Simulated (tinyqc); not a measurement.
Solubility, supersaturation, precipitation and gettering of an impurity in a silicon-like host: one step, computed by the program tinyqc. Command: `OMP_NUM_THREADS=1 python tinyqc.py 3030284 3030285 out.jsonl ripen walk`. One thread of a shared host (Intel(R) Xeon(R) Processor @ 2.30GHz), about 0.01 s of CPU time with the checks.

The wafer was saturated at T1 and is then held at T.

Problem. Ham's law for sinks of fixed radius. tau0 = 1/(4 pi n r0 D); C_fixed(t) = C_eq + (C0 - C_eq) exp(-t/tau0). If all excess precipitates, the final radius is r_f = [r0^3 + 3 (C0 - C_eq)/(4 pi n C_p)]^(1/3), with tau_f = 1/(4 pi n r_f D).

Inputs (values chosen for the exercise, for a model impurity):

| quantity | value | unit |
|---|---|---|
| temperature of saturation T1 | 1325 | K |
| anneal temperature T | 942 | K |
| sink density n | 8e+08 | 1/cm^3 |
| initial sink radius r0 | 94 | nm |
| impurity density in the precipitate C_p | 2.8e+22 | 1/cm^3 |
| anneal time t | 4.8 | s |

D(T) = 7.616623e-06 cm^2/s

C_eq(T) = 4.597216e+14 1/cm^3

C0 = 2.510492e+17 1/cm^3

Give: tau0; C_fixed(t); final radius r_f; tau_f.

Solution.

tau0 = 1.3893 s

C_fixed(t) = 8.3762e+15 1/cm^3

final radius r_f = 151.85 nm

tau_f = 0.86006 s

The sinks grow 1.6 times, so the fixed radius underrates the later rate.
